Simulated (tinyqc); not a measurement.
Quantum against classical capture: non-radiative capture by multiphonon emission, one effective mode. Computed by tinyqc, a small Python program. Command: `OMP_NUM_THREADS=1 python tinyqc.py 3007865 3007866 out.jsonl capture walk`. One thread of a shared host (Intel(R) Xeon(R) Processor @ 2.30GHz), about 0.02 s of CPU time with the checks.

The initial state (free carrier plus empty centre) lies dE above the final state; both have the same frequency and are displaced by dQ.

Inputs (values chosen for the exercise, with mass, screening and phonons like those of CdS):
```
quantity,value,unit
energy released dE,0.446,eV
phonon energy hbar omega,33.9,meV
Huang-Rhys factor S,7.09,-
electron-phonon coupling W,0.027,eV/(u^(1/2) angstrom)
cell volume V,2410,angstrom^3
degeneracy g,4,-
broadening b,22,meV
temperature T,300,K
```

Centre: neutral.

Constants: hbar^2/u = 4.18015928e-03 eV angstrom^2; k_B = 8.617333262e-05 eV/K; hbar = 6.582119569e-16 eV s.

Method:
- dQ = sqrt(2 S (hbar^2/u)/hbar omega); relaxation energy lambda = S hbar omega; phonons needed P = dE/hbar omega; classical barrier E_b = (dE - lambda)^2/(4 lambda); occupation n = 1/(exp(hbar omega/k_B T) - 1).
- M_p = sum_m w_m <m_i|Q|(m + p)_f>^2 with Q counted from the final minimum and Boltzmann weights w_m for m = 0..24; <m_i|Q|k_f> = sqrt((hbar^2/u)/(2 hbar omega)) [sqrt(k) <m|k-1> + sqrt(k+1) <m|k+1>], with overlaps of oscillators displaced by d = sqrt(2 S) summed on 1500 points from -16 to 16 + d.
- The delta function is a Gaussian of standard deviation b at dE - p hbar omega.
- C_0 = V (2 pi/hbar) g W^2 sum_p M_p Gaussian_p. Here the sum runs over all p.
- Classical (Marcus) form: replace the sum by Q_c^2 exp(-E_b/k_B T)/sqrt(4 pi lambda k_B T), Q_c = dQ (dE + lambda)/(2 lambda).
- For a neutral centre the Sommerfeld factor is 1.
- The last column is -k_B d ln C_0/d(1/T) from this row and the one above.

dQ = 1.32231 u^(1/2) angstrom

lambda = 0.240351 eV

classical barrier E_b = 0.0439893 eV

Against temperature:
```
T (K),"C_0, quantum (cm^3/s)","C_0, classical (cm^3/s)",Sommerfeld factor,activation energy (eV)
31,1.0229e-07,1.8782e-13,1,-
59,1.0260e-07,3.3723e-10,1,1.6888e-05
98,1.0673e-07,8.1864e-09,1,5.0409e-04
160,1.2445e-07,4.8223e-08,1,3.3481e-03
240,1.5630e-07,1.1404e-07,1,9.4256e-03
350,1.9788e-07,1.8427e-07,1,1.5523e-02
550,2.4669e-07,2.4983e-07,1,1.8286e-02
870,2.7395e-07,2.7947e-07,1,1.3504e-02
```

At 31.0 K the quantum value is 540000 times the classical one: C_0 comes from tunnelling out of the lowest level and hardly depends on T. At 870 K the ratio is 0.98. The largest apparent activation energy is 0.018 eV against the classical barrier of 0.044 eV, so an Arrhenius fit understates the barrier, through tunnelling and the broadening b at low T and the T^(-1/2) prefactor at high T.

Extremes, crossings and ranges named in words are read from the listed rows.
